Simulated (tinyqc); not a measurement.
# Scattering of inversion-layer electrons by surface optical phonons of the gate insulator (remote phonon scattering), step by step

A worked calculation. Computed by tinyqc, a small Python program that keeps every step. Command: `OMP_NUM_THREADS=1 python tinyqc.py 3110559 3110560 out.jsonl sophonon walk`. One thread of a shared host (Intel(R) Xeon(R) Processor @ 2.30GHz), about 0.02 s of CPU time with the checks. Intermediate numbers are printed to about 7 digits and carried at full precision; extremes and crossings named in words are read from the listed rows.

One subband with the Fang-Howard envelope; insulator and channel are half-spaces, the gate is far away, and an interlayer only moves the polar surface away by t (its own modes and its permittivity contrast are left out).

Inputs (values chosen for the exercise, modelled on HfO2 on silicon): static constant of the insulator eps_0s = 21.5; intermediate constant eps_i = 6.66; optical constant eps_inf = 4.94; hbar omega_TO1 = 12.1 meV; hbar omega_TO2 = 47.6 meV; constant of the channel eps_s = 11.7; in-plane mass m = 0.183 m_0; valleys g_v = 2; sheet density n = 5.3e+12 1/cm^2; mean distance of the electrons z0 = 3/b = 2.6 nm; interlayer thickness t = 1.1 nm; temperature T = 200 K; electron energy E = 80 meV; mobility from other processes = 470 cm^2/(V s).

Screening by the channel electrons: static.

Constants: k_B = 8.617333262e-05 eV/K; hbar^2/(2 m_0) = 3.80998212 eV angstrom^2; e^2/(4 pi eps_0) = 14.39964548 eV angstrom; hbar = 6.582119569e-16 eV s; e = 1.602176634e-19 C; m_0 = 9.1093837015e-31 kg.

## Surface modes and strengths

eps(w) = eps_inf + (eps_0s - eps_i) w1^2/(w1^2 - w^2) + (eps_i - eps_inf) w2^2/(w2^2 - w^2). Surface modes solve eps(w) + eps_s = 0, a quadratic in w^2; the strength of a mode is g = 2/(w d eps/dw). Occupation N = 1/(exp(hbar w/(k_B T)) - 1).

hbar omega_SO (meV): 1 16.22683, 2 50.13615

strengths g: 1 0.02374164, 2 0.00623403

occupations N: 1 0.6394341, 2 0.0576735

hbar omega g (2 N + 1) (meV): 1 0.8779376, 2 0.3486022

The lower mode has the larger hbar omega g N, the prefactor of absorption before the dependence on q: 0.246 and 0.0180 meV.

## The electron gas

Density of states D = g_v m/(pi hbar^2); eta = E_F/(k_B T) = ln(exp(n/(D k_B T)) - 1); screening wave number q_s = e^2 D/(2 eps_0 eps_avg) x 1/(1 + exp(-eta)), eps_avg = (eps_s + eps_inf)/2; b = 3/z0.

D = 1.528897e+14 1/(eV cm^2)

eta = 1.867739

q_s = 1.440134 1/nm

b = 1.153846 1/nm

## Squared matrix elements

For a mode of strength g, without the occupation factor, Area x |M(q)|^2 = e^2 hbar w g/(2 eps_0 q) x (b/(b + q))^6 exp(-2 q t) / (1 + (q_s/q) H(q))^2, H = (1 + 9 x/8 + 3 x^2/8)/(1 + x)^3, x = q/b.

Area x |M|^2 (meV^2 nm^2):
```
q (1/nm)  (b/(b + q))^6  exp(-2 q t)    mode 1    mode 2
0.05          0.7752852    0.8958341   63.4897  51.50854
0.10          0.6073261    0.8025188   95.3358  77.34489
0.20          0.3832406    0.6440364  105.7730  85.81249
0.30          0.2499060    0.5168513   86.6124  70.26772
0.50          0.1153232    0.3328711   42.0126  34.08438
0.80          0.0424175    0.1720449   10.6635   8.65120
1.20          0.0138746    0.0713613    1.5456   1.25391
```

## Rates at the energy E

Approximate momentum relaxation rate, taking tau v alike in the initial and final states: 1/tau = (m/(2 pi hbar^3)) sum over modes and over absorption (N, E' = E + hbar w) and emission (N + 1, E' = E - hbar w > 0) of [(1 - f(E'))/(1 - f(E))] int_0^(2 pi) Area |M(q)|^2 (1 - cos theta) d theta, q^2 = k^2 + k'^2 - 2 k k' cos theta, f the Fermi function; 48 midpoints in theta from 0 to pi.

rates (1/ps): mode 1 absorption 0.01340966, mode 1 emission 0.04185850, mode 2 absorption 0.00072358, mode 2 emission 0.01732101

tau at E = 13640.19 fs

## Mobility

mu = (e/m) int tau E f (1 - f) dE/(k_B T int f dE), by 300 midpoints from 0 to (max(eta, 0) + 14) k_B T; Matthiessen sum with the other processes.

remote-phonon mobility = 95564.13 cm^2/(V s)

total mobility = 467.6998 cm^2/(V s)

loss of mobility = 0.4894093 %

Caution: a relaxation time is only an approximation for inelastic scattering, and static or no screening brackets the true dynamic screening only roughly.

## What an interlayer buys

The formulas are those given above.

Against the interlayer thickness:
```
t (nm)  remote-phonon mobility (cm^2/(V s))  total (cm^2/(V s))
0.0                                 19941.4            459.1776
0.3                                 31322.6            463.0518
0.6                                 48384.8            465.4784
1.0                                 83795.6            467.3785
1.5                                157788.8            468.6042
2.0                                279977.8            469.2123
3.0                                752826.3            469.7068
```

1 nm of interlayer raises the remote-phonon mobility by a factor 4.20, as exp(2 q t) with an effective q of 0.72 per nm; between 2 and 3 nm the effective q is 0.49. The total goes from 459 to 467 over the first nanometre.

Checks made by the program: sum of strengths against 1/(eps_s + eps_inf) - 1/(eps_s + eps_0s) (relative difference below 1e-10).
